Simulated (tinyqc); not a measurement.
Cooling rate: nucleation and growth of vacancy voids in a cooling silicon-like crystal. Computed by tinyqc, a small Python program. Command: `OMP_NUM_THREADS=1 python tinyqc.py 3000526 3000527 out.jsonl voids walk`. One thread of a shared host (Intel(R) Xeon(R) Processor @ 2.30GHz), about 0.6 s of CPU time with the checks.

Spherical voids; vacancies are lost only to voids.

Inputs (values chosen for the exercise, for a model crystal): vacancy density at the melting point C_m = 4.5e+14 1/cm^3; formation energy E_f = 3.71 eV; melting point T_m = 1685 K; diffusion prefactor D0 = 0.00074 cm^2/s; migration energy E_m = 0.45 eV; site density rho = 5e+22 1/cm^3; void surface energy gamma = 0.96 J/m^2; cooling rate q = 2.5 K/min; ratio (V/G)/xi_c = 1.87; limit of the excess at high V/G = 1.6e+14 1/cm^3; temperature step = 0.125 K.

Vacancy supply: from V/G.

Constants: k_B = 8.617333262e-05 eV/K; k_B = 1.380649e-23 J/K.

Method:
- C = C_x (u - 1)/(u + 0.2) with u = (V/G)/xi_c, a form chosen for the exercise.
- C_e = C_m exp[-(E_f/k_B)(1/T - 1/T_m)]; D = D0 exp(-E_m/(k_B T)); f = k_B T ln(C/C_e); r* = 2 gamma/(rho f); W* = 16 pi gamma^3/(3 rho^2 f^2); Z = f/sqrt(12 pi W* k_B T); I = rho Z (4 pi r* D C) exp(-W*/(k_B T)).
- March down from 1500 K in steps dT, dt = dT/q, with values at the upper end of each step: a class of I dt voids is born with r*; then all classes grow by r^2 += 2 D (C - C_e) dt/rho; C falls by the vacancies added to voids. Stop at 1150 K. T_n is the T of the largest I, N the final count (classes under 1e-6 /cm^3 are dropped), and the mean radius the number average.

initial excess C = 6.72464e+13 1/cm^3

At fixed C:
```
q (K/min)   T_n (K)  N (1/cm^3)  mean radius (nm)
0.25       1360.375  1.4469e+05            129.43
0.62       1355.375  5.5687e+05             82.53
1.20       1351.500  1.4837e+06             59.50
2.50       1347.000  4.4101e+06             41.35
5.00       1342.375  1.2338e+07             29.33
10.00      1337.625  3.4515e+07             20.80
25.00      1330.750  1.3440e+08             13.20
```

What follows from these numbers?

Over the rows N goes as q^1.48 and the radius as q^-0.50, near the 3/2 and -1/2 of the scaling argument (depletion time 1/(4 pi N r D) equal to the time in the nucleation range, at fixed N r^3). T_n drops only 30 K for a factor 100 in q. Fast cooling gives many small voids, which an anneal can dissolve.

Extremes, crossings and ranges named in words are read from the listed rows.
